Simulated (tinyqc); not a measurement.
Worked calculation: implant damage, amorphisation by cascade overlap, and solid-phase epitaxial regrowth. Computed by tinyqc, a small Python program that keeps every step. Command: `OMP_NUM_THREADS=1 python tinyqc.py 3113907 3113908 out.jsonl sper walk`. One thread of a shared host (Intel(R) Xeon(R) Processor @ 2.30GHz), about 0.01 s of CPU time with the checks. Intermediate numbers are printed to about 7 digits and carried at full precision; extremes and crossings named in words are read from the listed rows.

Range and width of the damage are inputs. Dynamic annealing enters only through the surviving share f.

Inputs (values chosen for the exercise, modelled on silicon ions in silicon):
```
quantity                            value    unit
atomic density N                     49.9  1/nm^3
ion Z1                                 14       -
ion mass M1                            28       u
target Z2                              14       -
target mass M2                      28.09       u
ion energy E                           53     keV
displacement energy E_d                17      eV
depth of the damage peak R_d           46      nm
width of the damage profile s_d        26      nm
share of defects that survive f      0.99       -
critical displaced share x_c         0.19       -
dose Q                            7.8e+14  1/cm^2
overlaps needed n                       3       -
area amorphised by one track A_i     0.72    nm^2
regrowth prefactor v0             4.6e+15    nm/s
regrowth energy E_a                   2.7      eV
anneal temperature                    719       C
rate relative to (100)               0.33       -
peak enhancement by the dopant        2.7       -
ramp rate                              11     K/s
```

Constants: a_0 = 0.529177210903 angstrom; e^2/(4 pi eps_0) = 14.39964548 eV angstrom; k_B = 8.617333262e-05 eV/K.

## Damage energy and displacements per ion

Robinson partition: eps = E a M2/(Z1 Z2 (e^2/(4 pi eps_0)) (M1 + M2)), a = 0.8853 a_0/sqrt(Z1^(2/3) + Z2^(2/3)); k = 0.0793 Z1^(2/3) Z2^(1/2) (M1 + M2)^(3/2)/((Z1^(2/3) + Z2^(2/3))^(3/4) M1^(3/2) M2^(1/2)); damage energy T_d = E/(1 + k (eps + 0.40244 eps^(3/4) + 3.4008 eps^(1/6))); displacements nu = 0.8 T_d/(2 E_d).

reduced energy eps = 1.292612

k = 0.1465215

damage energy T_d = 29.75945 keV

T_d/E = 0.5614990

displacements per ion nu = 700.2223

44 % of the energy goes to electrons.

## The amorphous layer

Displaced share x(z) = f nu Q exp(-(z - R_d)^2/(2 s_d^2))/(sqrt(2 pi) s_d N); the layer is amorphous where x > x_c, between R_d -/+ s_d sqrt(2 ln(x_max/x_c)), the upper edge being cut at the surface. Threshold dose Q_c = Q x_c/x_max.

peak displaced share x_max = 1.662654

threshold dose Q_c = 8.913459e+13 1/cm^2

upper edge = 0 nm

lower edge = 100.1543 nm

The layer reaches the surface. Caution: x above 1 counts atoms displaced more than once.

## Damage left below the interface

Displaced atoms per area beyond the lower edge z2: f nu Q (1/2) erfc((z2 - R_d)/(sqrt2 s_d)); they are not removed by regrowth.

share of the damage beyond z2 = 0.01863213

displaced atoms beyond z2 = 1.007461e+16 1/cm^2

## Layer against dose

The formulas are those given above.

Dose series; the last column is f nu Q erfc((z2 - R_d)/(sqrt2 s_d))/2:
```
Q (1/cm^2)     x_max  upper edge (nm)  lower edge (nm)  displaced atoms beyond z2 (1/cm^2)
9.80e+13    0.208898         34.67760          57.3224                        2.252799e+16
1.34e+14    0.285635         22.52235          69.4776                        1.702390e+16
2.23e+14    0.475349         10.78897          81.2110                        1.357671e+16
3.57e+14    0.760984          2.68696          89.3130                        1.184636e+16
6.24e+14    1.330123          0.00000          97.2932                        1.049336e+16
1.07e+15    2.280821          0.00000         103.9662                        9.562102e+15
2.23e+15    4.753486          0.00000         111.9766                        8.628158e+15
4.46e+15    9.506971          0.00000         118.7327                        7.963423e+15
```

A dose 46 times larger moves the lower edge from 57.3 to 119 nm, as the root of a logarithm, and the damage beyond it falls by a factor 2.8, since the edge lies on an ever steeper tail. The layer reaches the surface at Q_c exp(R_d^2/(2 s_d^2)) = 4.26e14 per cm^2.

## Overlap model

Gibbons model: a point turns amorphous after n + 1 hits; with y = A_i Q the amorphous share is 1 - exp(-y) sum_(k=0..n) y^k/k!. Doses are set by y.

Amorphous share:
```
y      Q (1/cm^2)  direct impact (n = 0)       given n
0.1  1.388889e+13              0.0951626  3.846834e-06
0.3  4.166667e+13              0.2591818  2.658112e-04
0.6  8.333333e+13              0.4511884  3.358069e-03
1.0  1.388889e+14              0.6321206  1.898816e-02
2.0  2.777778e+14              0.8646647  1.428765e-01
3.0  4.166667e+14              0.9502129  3.527681e-01
5.0  6.944444e+14              0.9932621  7.349741e-01
8.0  1.111111e+15              0.9996645  9.576199e-01
```

At small y the share grows as y^4; between the first rows the exponent is 3.86.

## Isothermal regrowth

v = v0 x orientation factor x exp(-E_a/(k_B T)) x [1 + (enhancement - 1) exp(-(z - R_d)^2/(2 s_d^2))], T = anneal temperature + 273.15 K; the dopant is taken to follow the damage profile; the lower front moves from the lower edge z2 to the surface, or to the middle (z1 + z2)/2 of a buried layer with upper edge z1; time = int dz/v; the equivalent undoped distance is that time times the undoped velocity.

undoped velocity = 29.25549 nm/s

distance to regrow = 100.1543 nm

time without enhancement = 3.423435 s

equivalent undoped distance = 52.12641 nm

time with enhancement = 1.781765 s

The rate doubles for each 22 K or so near this temperature.

## Regrowth during a ramp

On a linear ramp from 200 C regrowth ends at the T_f where int v_undoped dT/(ramp rate) equals the equivalent undoped distance.

temperature at which regrowth ends = 706.9470 C

Checks made by the program: tail against quadrature of x(z) N (relative difference below 1e-10).
